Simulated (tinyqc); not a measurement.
Inside a calculation. Method: tight binding, honeycomb lattice. One step of it, computed by the program tinyqc.

Problem. Bloch Hamiltonian at K. H_AB = -t1 (1 + exp(-i k.a1) + exp(-i k.a2)); H_AA = delta - 2 t2 sum cos(k.b + phi), H_BB = -delta - 2 t2 sum cos(k.b - phi), b = a1, a2 - a1, -a2.

Parameters chosen for this model:
```
parameter      value                        unit
t1          2.880000                 eV, nearest
t2                 0       eV, second neighbours
phi        -1.420000  rad, phase of t2 (Haldane)
delta              0          eV, +/- on A and B
```

k point K (fractions of the reciprocal vectors): 0.333333  0.666667

Give: H(k) at K.

Solution.

H(k) at K (eV):
```
       A      B
A  0.000  0.000
B  0.000  0.000
```
